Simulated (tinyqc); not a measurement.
Fermi-Dirac statistics of conduction electrons, step by step. Values are carried at full precision from step to step, so a last printed digit may differ when a step is redone from the rounded ones.

Constants: hbar^2/2m0 = 3.80998211 eV angstrom^2; kB = 8.617333262e-05 eV/K; e^2/(4 pi eps0) = 14.39964547 eV angstrom.

Parameters, chosen for this exercise (near those of Ge, lowest valleys alone; shifted at random, so the results belong to these values and not to a real crystal): m = 0.5501 m0 (density-of-states mass of the conduction band); T = 300 K; n = 4.4e+19 1/cm^3 (electron density); eps = 16 (static dielectric constant); alpha = 0.62 1/eV (non-parabolicity).

## Reduced density

N = 2 (m kB T/(4 pi c))^(3/2) with c = hbar^2/2m0, in 1/angstrom^3; times 1e24 for 1/cm^3; u = n/Nc.

kT = 0.025852 eV
Nc = 1.0238e+19 1/cm^3
u = n/Nc = 4.29752

## Reduced Fermi level by five rules

F_j(eta) = (1/Gamma(j + 1)) integral_0^infinity x^j dx/(1 + exp(x - eta)), which tends to exp(eta) for eta << 0.

With u = n/Nc: Boltzmann eta = ln u; Joyce-Dixon eta = ln u + u/sqrt(8) - 4.95009e-3 u^2 + 1.48386e-4 u^3 - 4.42563e-6 u^4; Nilsson eta = ln u/(1 - u^2) + v/(1 + (0.24 + 1.08 v)^-2) with v = (3 sqrt(pi) u/4)^(2/3); fully degenerate limit eta = v; exact: F_1/2(eta) = u.

Find eta = (EF - Ec)/kT by each rule.

eta: Boltzmann 1.458, Joyce-Dixon 2.896, Nilsson 2.894, degenerate 3.196, exact 2.896

Against the exact value the errors are Boltzmann -1.438, Joyce-Dixon 0.000, Nilsson -0.003, degenerate limit +0.299 (in kT).

## Exact eta by Newton steps

Solve ln F_1/2(eta) = ln u from the Boltzmann value; dF_1/2/d eta = F_-1/2, so the step is -ln(F_1/2/u) F_1/2/F_-1/2. Stop below 1e-9.

Newton steps:
```
step       eta    F_1/2   F_-1/2  step taken
1     1.458039  2.09283  1.23084        1.22
2     2.681463  3.91570  1.73597       0.210
3     2.891337  4.28828  1.81407     0.00509
4     2.896428  4.29752  1.81594    2.87e-06
5     2.896431  4.29752  1.81594    9.11e-13
```

Converged in 5 steps.

## Mean energy, Einstein relation and screening

eta = 2.89643

Mean kinetic energy <E> = (3/2) kT F_3/2/F_1/2; D/mu = (kT/e) F_1/2/F_-1/2; dn/dEF = (Nc/kT) F_-1/2; screening length L = (4 pi (e^2/(4 pi eps0)) (dn/dEF)/eps)^(-1/2), with dn/dEF in 1/(angstrom^3 eV) (1/cm^3 = 1e-24/angstrom^3).

F_-1/2, F_1/2, F_3/2: [1.816, 4.298, 7.334]

<E> = 66.17 meV
D/mu = 61.18 mV
dn/dEF = 7.192e+20 1/(cm^3 eV)
L = 11.09 angstrom

The gas is degenerate. D/mu is 2.367 times kT/e and <E> is 1.706 times (3/2) kT; the Debye formula, with n/kT in place of dn/dEF, would give L = 7.208 angstrom.

## Fermi level in the non-parabolic band

Non-parabolic band E (1 + alpha E) = c k^2/m: n = Nc (2/sqrt(pi)) integral_0^infinity sqrt(x (1 + a x)) (1 + 2 a x) dx/(1 + exp(x - eta)) with a = alpha kT and eta = (EF - Ec)/kT; a = 0 gives n = Nc F_1/2(eta).

Solve for eta at the same n.

a = 0.01603
eta = 2.675
EF - Ec = 69.15 meV

The extra states lower EF by 5.73 meV against the parabolic band.

## Checks

- Non-parabolic integral at a = 0 against F_1/2(2): both 2.823721.
- F_1/2(40) against the Sommerfeld form (4/(3 sqrt(pi))) eta^(3/2) (1 + pi^2/(8 eta^2)): both 190.45.

(tinyqc, `OMP_NUM_THREADS=1 python tinyqc.py 1682796 1682797 out.jsonl`, Intel(R) Xeon(R) Processor @ 2.30GHz, 1 thread, shared host, about 0.01 s.)
